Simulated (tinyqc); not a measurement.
# Contact resistivity and sheet resistance from two contact lengths

Question. Rc = [sqrt(rc Rsh)/Wc] coth(Lc/(2 LT)), LT = sqrt(rc/Rsh), Wc = 30 nm; the second contact is twice as long as the first. Find LT, rc and Rsh.

Rc for Lc = 40 and 80 nm (ohm): 191.019816  146.551733

Solution. With t = tanh(Lc/(2 LT)) for the shorter contact, the resistance of the longer over that of the shorter is (1 + t^2)/2. Then sqrt(rc Rsh) = Rc t Wc, and rc and Rsh follow by multiplying and dividing by LT.

LT = 21.5 nm
rc = 9.00e-10 ohm cm^2
Rsh = 195 ohm

tinyqc, about 0.05 s, one thread, Intel Xeon 2.30GHz (shared host): `OMP_NUM_THREADS=1 python tinyqc.py 2170064 2170065 out.jsonl`
